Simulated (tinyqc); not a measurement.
Inside a calculation. Method: UHF in the sto-3g basis, for H4+, spin multiplicity 2. This run ends on a higher stationary point, not on the lowest solution. Computed by tinyqc, a small Python program that keeps every step (integrals from PySCF). Settings: charge = 1, multiplicity = 2, basis = sto-3g, energy threshold = 1e-10, iteration cap = 84, orthogonalisation = symmetric, start = highest core orbitals, DIIS depth = 4, method = UHF. Command: `OMP_NUM_THREADS=1 python tinyqc.py 24863 24864 out.jsonl` (the two numbers bound the seeds that draw the settings). One thread of a shared host (Intel(R) Xeon(R) Processor @ 2.60GHz), about 0.1 s of CPU time with the checks. Later iterations appear only in the table of the cycle.

## One-electron integrals

Geometry (angstrom):
```
atom         x         y         z
H     0.000000  0.000000  0.000000
H     0.000000  0.000000  1.507000
H     0.000000  1.789000  0.000000
H     0.000000  1.789000  1.507000
```

Basis sto-3g: exponents (1/bohr^2) and contraction coefficients of normalised primitives:
```
element  l (shell)  exponent  coefficient
H            s (1)  3.425251     0.154329
H            s (1)  0.623914     0.535328
H            s (1)  0.168855     0.444635
```

Overlap, kinetic and nuclear-attraction integrals over the contracted functions; the nuclear repulsion is the sum of Za Zb / Rab.

nuclear repulsion = 1.74633695 hartree

overlap S:
```
          1H 1s     2H 1s     3H 1s     4H 1s
1H 1s  1.000000  0.254223  0.166917  0.066548
2H 1s  0.254223  1.000000  0.066548  0.166917
3H 1s  0.166917  0.066548  1.000000  0.254223
4H 1s  0.066548  0.166917  0.254223  1.000000
```

kinetic energy T (hartree):
```
           1H 1s      2H 1s      3H 1s      4H 1s
1H 1s   0.760032   0.009052  -0.005847  -0.011366
2H 1s   0.009052   0.760032  -0.011366  -0.005847
3H 1s  -0.005847  -0.011366   0.760032   0.009052
4H 1s  -0.011366  -0.005847   0.009052   0.760032
```

nuclear attraction V (hartree):
```
           1H 1s      2H 1s      3H 1s      4H 1s
1H 1s  -2.098069  -0.466275  -0.295785  -0.119609
2H 1s  -0.466275  -2.098069  -0.119609  -0.295785
3H 1s  -0.295785  -0.119609  -2.098069  -0.466275
4H 1s  -0.119609  -0.295785  -0.466275  -2.098069
```

core Hamiltonian H = T + V (hartree):
```
           1H 1s      2H 1s      3H 1s      4H 1s
1H 1s  -1.338037  -0.457223  -0.301632  -0.130975
2H 1s  -0.457223  -1.338037  -0.130975  -0.301632
3H 1s  -0.301632  -0.130975  -1.338037  -0.457223
4H 1s  -0.130975  -0.301632  -0.457223  -1.338037
```

## Two-electron integrals

Functions are numbered as in S; the eight-fold symmetry (ij|kl) = (ji|kl) = (kl|ij) leaves the list below.

Two-electron integrals (ij|kl) in chemists' order, unique and non-zero (hartree):
```
(11|11) 0.774606   (21|11) 0.136039   (21|21) 0.036626   (22|11) 0.344360
(22|21) 0.136039   (22|22) 0.774606   (31|11) 0.082658   (31|21) 0.016934
(31|22) 0.049310   (31|31) 0.014905   (32|11) 0.025890   (32|21) 0.007334
(32|22) 0.028539   (32|31) 0.004934   (32|32) 0.002175   (33|11) 0.293640
(33|21) 0.068272   (33|22) 0.226021   (33|31) 0.082658   (33|32) 0.028539
(33|33) 0.774606   (41|11) 0.028539   (41|21) 0.007334   (41|22) 0.025890
(41|31) 0.004934   (41|32) 0.002127   (41|33) 0.025890   (41|41) 0.002175
(42|11) 0.049310   (42|21) 0.016934   (42|22) 0.082658   (42|31) 0.008891
(42|32) 0.004934   (42|33) 0.049310   (42|41) 0.004934   (42|42) 0.014905
(43|11) 0.068272   (43|21) 0.018250   (43|22) 0.068272   (43|31) 0.016934
(43|32) 0.007334   (43|33) 0.136039   (43|41) 0.007334   (43|42) 0.016934
(43|43) 0.036626   (44|11) 0.226021   (44|21) 0.068272   (44|22) 0.293640
(44|31) 0.049310   (44|32) 0.025890   (44|33) 0.344360   (44|41) 0.028539
(44|42) 0.082658   (44|43) 0.136039   (44|44) 0.774606
```

## Orthogonalisation

S = U s U^T; symmetric (Loewdin) form X = U s^(-1/2) U^T, so that X^T S X = 1.

eigenvalues of S: 0.645407  0.846146  1.020758  1.487688

X:
```
           1H 1s      2H 1s      3H 1s      4H 1s
1H 1s   1.035380  -0.130556  -0.081886  -0.003069
2H 1s  -0.130556   1.035380  -0.003069  -0.081886
3H 1s  -0.081886  -0.003069   1.035380  -0.130556
4H 1s  -0.003069  -0.081886  -0.130556   1.035380
```

## Starting guess

The start is the highest orbitals of the core Hamiltonian (a deliberately bad start); D(s) = C_occ C_occ^T for each spin.

D(alpha) at the start:
```
           1H 1s      2H 1s      3H 1s      4H 1s
1H 1s   0.682810  -0.682810  -0.091895   0.091895
2H 1s  -0.682810   0.682810   0.091895  -0.091895
3H 1s  -0.091895   0.091895   0.682810  -0.682810
4H 1s   0.091895  -0.091895  -0.682810   0.682810
```

D(beta) at the start:
```
           1H 1s      2H 1s      3H 1s      4H 1s
1H 1s   0.387353  -0.387353  -0.387353   0.387353
2H 1s  -0.387353   0.387353   0.387353  -0.387353
3H 1s  -0.387353   0.387353   0.387353  -0.387353
4H 1s   0.387353  -0.387353  -0.387353   0.387353
```

## Iteration 1: building the Fock matrix

J_ij = sum D_kl (ij|kl) with D = D(alpha) + D(beta), K_ij = sum D_kl (ik|jl) for each spin; F = H + J - K(s); E = tr D H + tr D J / 2 - 0.5 sum_s tr D(s) K(s) + E_nn.

Coulomb J (hartree):
```
          1H 1s     2H 1s     3H 1s     4H 1s
1H 1s  1.241984  0.301437  0.196615  0.079766
2H 1s  0.301437  1.241984  0.079766  0.196615
3H 1s  0.196615  0.079766  1.241984  0.301437
4H 1s  0.079766  0.196615  0.301437  1.241984
```

exchange K(alpha) (hartree):
```
           1H 1s      2H 1s      3H 1s      4H 1s
1H 1s   0.364881  -0.072609   0.047641  -0.005246
2H 1s  -0.072609   0.364881  -0.005246   0.047641
3H 1s   0.047641  -0.005246   0.364881  -0.072609
4H 1s  -0.005246   0.047641  -0.072609   0.364881
```

exchange K(beta) (hartree):
```
           1H 1s      2H 1s      3H 1s      4H 1s
1H 1s   0.177147  -0.031925  -0.034155   0.033537
2H 1s  -0.031925   0.177147   0.033537  -0.034155
3H 1s  -0.034155   0.033537   0.177147  -0.031925
4H 1s   0.033537  -0.034155  -0.031925   0.177147
```

F(alpha) (hartree):
```
           1H 1s      2H 1s      3H 1s      4H 1s
1H 1s  -0.460934  -0.083178  -0.152658  -0.045963
2H 1s  -0.083178  -0.460934  -0.045963  -0.152658
3H 1s  -0.152658  -0.045963  -0.460934  -0.083178
4H 1s  -0.045963  -0.152658  -0.083178  -0.460934
```

F(beta) (hartree):
```
           1H 1s      2H 1s      3H 1s      4H 1s
1H 1s  -0.273200  -0.123861  -0.070862  -0.084747
2H 1s  -0.123861  -0.273200  -0.084747  -0.070862
3H 1s  -0.070862  -0.084747  -0.273200  -0.123861
4H 1s  -0.084747  -0.070862  -0.123861  -0.273200
```

total energy of this density = -0.59802824 hartree

## Iteration 1: diagonalisation and new density

Diagonalise F' = X^T F X, C = X C', fill 2 alpha and 1 beta electrons from the bottom; D(s) = C_occ C_occ^T. Each column has its largest component positive (the first on a tie).

F' = X^T F X (alpha) (hartree):
```
           1          2          3          4
1  -0.457561   0.038702  -0.078335  -0.002059
2   0.038702  -0.457561  -0.002059  -0.078335
3  -0.078335  -0.002059  -0.457561   0.038702
4  -0.002059  -0.078335   0.038702  -0.457561
```

orbital energies (alpha) (hartree): MO1 -0.572538, MO2 -0.499253, MO3 -0.419987, MO4 -0.338465

coefficients C (alpha):
```
             MO1       MO2        MO3        MO4
1H 1s   0.543560  0.409934   0.622377   0.494890
2H 1s  -0.543560  0.409934  -0.622377   0.494890
3H 1s   0.543560  0.409934  -0.622377  -0.494890
4H 1s  -0.543560  0.409934   0.622377  -0.494890
```

F' = X^T F X (beta) (hartree):
```
           1          2          3          4
1  -0.255255  -0.048764  -0.010534  -0.056943
2  -0.048764  -0.255255  -0.056943  -0.010534
3  -0.010534  -0.056943  -0.255255  -0.048764
4  -0.056943  -0.010534  -0.048764  -0.255255
```

orbital energies (beta) (hartree): MO1 -0.371496, MO2 -0.252900, MO3 -0.236542, MO4 -0.160084

coefficients C (beta):
```
            MO1        MO2        MO3        MO4
1H 1s  0.409934   0.622377   0.494890   0.543560
2H 1s  0.409934  -0.622377   0.494890  -0.543560
3H 1s  0.409934  -0.622377  -0.494890   0.543560
4H 1s  0.409934   0.622377  -0.494890  -0.543560
```

D(alpha) after iteration 1:
```
           1H 1s      2H 1s      3H 1s      4H 1s
1H 1s   0.463503  -0.127411   0.463503  -0.127411
2H 1s  -0.127411   0.463503  -0.127411   0.463503
3H 1s   0.463503  -0.127411   0.463503  -0.127411
4H 1s  -0.127411   0.463503  -0.127411   0.463503
```

D(beta) after iteration 1:
```
          1H 1s     2H 1s     3H 1s     4H 1s
1H 1s  0.168046  0.168046  0.168046  0.168046
2H 1s  0.168046  0.168046  0.168046  0.168046
3H 1s  0.168046  0.168046  0.168046  0.168046
4H 1s  0.168046  0.168046  0.168046  0.168046
```

## Iteration 2: building the Fock matrix

As before.

Coulomb J (hartree):
```
          1H 1s     2H 1s     3H 1s     4H 1s
1H 1s  1.222589  0.306496  0.200300  0.082756
2H 1s  0.306496  1.222589  0.082756  0.200300
3H 1s  0.200300  0.082756  1.222589  0.306496
4H 1s  0.082756  0.200300  0.306496  1.222589
```

exchange K(alpha) (hartree):
```
          1H 1s     2H 1s     3H 1s     4H 1s
1H 1s  0.419838  0.106002  0.206312  0.063050
2H 1s  0.106002  0.419838  0.063050  0.206312
3H 1s  0.206312  0.063050  0.419838  0.106002
4H 1s  0.063050  0.206312  0.106002  0.419838
```

exchange K(beta) (hartree):
```
          1H 1s     2H 1s     3H 1s     4H 1s
1H 1s  0.232103  0.146686  0.124517  0.101833
2H 1s  0.146686  0.232103  0.101833  0.124517
3H 1s  0.124517  0.101833  0.232103  0.146686
4H 1s  0.101833  0.124517  0.146686  0.232103
```

F(alpha) (hartree):
```
           1H 1s      2H 1s      3H 1s      4H 1s
1H 1s  -0.535286  -0.256729  -0.307644  -0.111268
2H 1s  -0.256729  -0.535286  -0.111268  -0.307644
3H 1s  -0.307644  -0.111268  -0.535286  -0.256729
4H 1s  -0.111268  -0.307644  -0.256729  -0.535286
```

F(beta) (hartree):
```
           1H 1s      2H 1s      3H 1s      4H 1s
1H 1s  -0.347551  -0.297413  -0.225849  -0.150052
2H 1s  -0.297413  -0.347551  -0.150052  -0.225849
3H 1s  -0.225849  -0.150052  -0.347551  -0.297413
4H 1s  -0.150052  -0.225849  -0.297413  -0.347551
```

total energy of this density = -1.40325997 hartree

## Iteration 2: DIIS over 2 matrices

error matrix X^T (FDS - SDF) X (alpha):
```
          1         2         3         4
1  0.000000  0.000000  0.000000  0.000000
2  0.000000  0.000000  0.000000  0.000000
3  0.000000  0.000000  0.000000  0.000000
4  0.000000  0.000000  0.000000  0.000000
```

B (overlaps of the stored error matrices):
```
               1              2
1  0.0000000e+00  0.0000000e+00
2  0.0000000e+00  0.0000000e+00
```

Minimise |sum c_i e_i|^2 with sum c_i = 1: solve [B -1; -1 0][c; lambda] = [0; -1] with B_ij = tr e_i^T e_j summed over both spins, and take F = sum c_i F_i.

DIIS coefficients: 0.936250  0.063750

extrapolated F(alpha) (hartree):
```
           1H 1s      2H 1s      3H 1s      4H 1s
1H 1s  -0.465674  -0.094242  -0.162538  -0.050126
2H 1s  -0.094242  -0.465674  -0.050126  -0.162538
3H 1s  -0.162538  -0.050126  -0.465674  -0.094242
4H 1s  -0.050126  -0.162538  -0.094242  -0.465674
```

extrapolated F(beta) (hartree):
```
           1H 1s      2H 1s      3H 1s      4H 1s
1H 1s  -0.277940  -0.134925  -0.080743  -0.088910
2H 1s  -0.134925  -0.277940  -0.088910  -0.080743
3H 1s  -0.080743  -0.088910  -0.277940  -0.134925
4H 1s  -0.088910  -0.080743  -0.134925  -0.277940
```

## Iteration 2: diagonalisation and new density

As before.

F' = X^T F X (alpha) (hartree):
```
           1          2          3          4
1  -0.458164   0.028411  -0.087404  -0.002159
2   0.028411  -0.458164  -0.002159  -0.087404
3  -0.087404  -0.002159  -0.458164   0.028411
4  -0.002159  -0.087404   0.028411  -0.458164
```

orbital energies (alpha) (hartree): MO1 -0.571821, MO2 -0.519316, MO3 -0.401330, MO4 -0.340190

coefficients C (alpha):
```
             MO1       MO2        MO3        MO4
1H 1s   0.543560  0.409934   0.622377   0.494890
2H 1s  -0.543560  0.409934  -0.622377   0.494890
3H 1s   0.543560  0.409934  -0.622377  -0.494890
4H 1s  -0.543560  0.409934   0.622377  -0.494890
```

F' = X^T F X (beta) (hartree):
```
           1          2          3          4
1  -0.255859  -0.059054  -0.019604  -0.057042
2  -0.059054  -0.255859  -0.057042  -0.019604
3  -0.019604  -0.057042  -0.255859  -0.059054
4  -0.057042  -0.019604  -0.059054  -0.255859
```

orbital energies (beta) (hartree): MO1 -0.391559, MO2 -0.238267, MO3 -0.234243, MO4 -0.159367

coefficients C (beta):
```
            MO1        MO2        MO3        MO4
1H 1s  0.409934   0.494890   0.622377   0.543560
2H 1s  0.409934   0.494890  -0.622377  -0.543560
3H 1s  0.409934  -0.494890  -0.622377   0.543560
4H 1s  0.409934  -0.494890   0.622377  -0.543560
```

D(alpha) after iteration 2:
```
           1H 1s      2H 1s      3H 1s      4H 1s
1H 1s   0.463503  -0.127411   0.463503  -0.127411
2H 1s  -0.127411   0.463503  -0.127411   0.463503
3H 1s   0.463503  -0.127411   0.463503  -0.127411
4H 1s  -0.127411   0.463503  -0.127411   0.463503
```

D(beta) after iteration 2:
```
          1H 1s     2H 1s     3H 1s     4H 1s
1H 1s  0.168046  0.168046  0.168046  0.168046
2H 1s  0.168046  0.168046  0.168046  0.168046
3H 1s  0.168046  0.168046  0.168046  0.168046
4H 1s  0.168046  0.168046  0.168046  0.168046
```

## Iteration 3: building the Fock matrix

As before.

Coulomb J (hartree):
```
          1H 1s     2H 1s     3H 1s     4H 1s
1H 1s  1.222589  0.306496  0.200300  0.082756
2H 1s  0.306496  1.222589  0.082756  0.200300
3H 1s  0.200300  0.082756  1.222589  0.306496
4H 1s  0.082756  0.200300  0.306496  1.222589
```

exchange K(alpha) (hartree):
```
          1H 1s     2H 1s     3H 1s     4H 1s
1H 1s  0.419838  0.106002  0.206312  0.063050
2H 1s  0.106002  0.419838  0.063050  0.206312
3H 1s  0.206312  0.063050  0.419838  0.106002
4H 1s  0.063050  0.206312  0.106002  0.419838
```

exchange K(beta) (hartree):
```
          1H 1s     2H 1s     3H 1s     4H 1s
1H 1s  0.232103  0.146686  0.124517  0.101833
2H 1s  0.146686  0.232103  0.101833  0.124517
3H 1s  0.124517  0.101833  0.232103  0.146686
4H 1s  0.101833  0.124517  0.146686  0.232103
```

F(alpha) (hartree):
```
           1H 1s      2H 1s      3H 1s      4H 1s
1H 1s  -0.535286  -0.256729  -0.307644  -0.111268
2H 1s  -0.256729  -0.535286  -0.111268  -0.307644
3H 1s  -0.307644  -0.111268  -0.535286  -0.256729
4H 1s  -0.111268  -0.307644  -0.256729  -0.535286
```

F(beta) (hartree):
```
           1H 1s      2H 1s      3H 1s      4H 1s
1H 1s  -0.347551  -0.297413  -0.225849  -0.150052
2H 1s  -0.297413  -0.347551  -0.150052  -0.225849
3H 1s  -0.225849  -0.150052  -0.347551  -0.297413
4H 1s  -0.150052  -0.225849  -0.297413  -0.347551
```

total energy of this density = -1.40325997 hartree

## Iteration 3 (converged): orbitals

As before.

F' = X^T F X (alpha) (hartree):
```
           1          2          3          4
1  -0.467025  -0.122715  -0.220602  -0.003623
2  -0.122715  -0.467025  -0.003623  -0.220602
3  -0.220602  -0.003623  -0.467025  -0.122715
4  -0.003623  -0.220602  -0.122715  -0.467025
```

orbital energies (alpha) (hartree): MO1 -0.813966, MO2 -0.561289, MO3 -0.365515, MO4 -0.127330

coefficients C (alpha):
```
            MO1        MO2        MO3        MO4
1H 1s  0.409934   0.543560   0.494890   0.622377
2H 1s  0.409934  -0.543560   0.494890  -0.622377
3H 1s  0.409934   0.543560  -0.494890  -0.622377
4H 1s  0.409934  -0.543560  -0.494890   0.622377
```

F' = X^T F X (beta) (hartree):
```
           1          2          3          4
1  -0.264720  -0.210181  -0.152802  -0.058507
2  -0.210181  -0.264720  -0.058507  -0.152802
3  -0.152802  -0.058507  -0.264720  -0.210181
4  -0.058507  -0.152802  -0.210181  -0.264720
```

orbital energies (beta) (hartree): MO1 -0.686209, MO2 -0.263592, MO3 -0.148834, MO4 0.039756

coefficients C (beta):
```
            MO1        MO2        MO3        MO4
1H 1s  0.409934   0.494890   0.543560   0.622377
2H 1s  0.409934   0.494890  -0.543560  -0.622377
3H 1s  0.409934  -0.494890   0.543560  -0.622377
4H 1s  0.409934  -0.494890  -0.543560   0.622377
```

D(alpha) after iteration 3:
```
           1H 1s      2H 1s      3H 1s      4H 1s
1H 1s   0.463503  -0.127411   0.463503  -0.127411
2H 1s  -0.127411   0.463503  -0.127411   0.463503
3H 1s   0.463503  -0.127411   0.463503  -0.127411
4H 1s  -0.127411   0.463503  -0.127411   0.463503
```

D(beta) after iteration 3:
```
          1H 1s     2H 1s     3H 1s     4H 1s
1H 1s  0.168046  0.168046  0.168046  0.168046
2H 1s  0.168046  0.168046  0.168046  0.168046
3H 1s  0.168046  0.168046  0.168046  0.168046
4H 1s  0.168046  0.168046  0.168046  0.168046
```

## Convergence

Stop when the energy changes by less than 1e-10 hartree and every element of the error matrix X^T (F D S - S D F) X (for each spin) is below 3e-06.

Course of the cycle:
```
iteration  E (hartree)     change  largest element of the error matrix
1          -0.59802824          -                             1.82e-15
2          -1.40325997  -8.05e-01                             3.82e-15
3          -1.40325997  -2.66e-15                             3.23e-15
```

PySCF UHF in the same basis, after a stability check = -1.52981174 hartree

Converged in 3 iterations. But the solution lies 0.12655 hartree above the reference: it is another stationary point, not the lowest one. Reruns (cap 100 unless said): DIIS 8: converged in 3 to a higher stationary point; damping 0.5: converged in 35 to a higher stationary point; level shift 0.5: converged in 2 to a higher stationary point; atomic densities as start, DIIS 8: converged in 3 to a higher stationary point.

## Populations, bond orders and dipole

Mulliken: Z minus the diagonal of D S on the atom; Loewdin: the same with S^(1/2) D S^(1/2); Mayer order: 2 sum_s sum (D(s) S)_ij (D(s) S)_ji over the two atoms.

Charges (e):
```
atom  Mulliken   Loewdin  Mulliken spin
1H    0.250000  0.250000       0.250000
2H    0.250000  0.250000       0.250000
3H    0.250000  0.250000       0.250000
4H    0.250000  0.250000       0.250000
```

Mayer bond orders:
```
pair     order
2-1   0.125000
3-1   0.625000
3-2   0.125000
4-1   0.125000
4-2   0.625000
4-3   0.125000
```

dipole moment about the origin, x y z (debye): 0.000000  4.296467  3.619215

<S^2> of the determinant (pure state: 0.75) = 0.750000
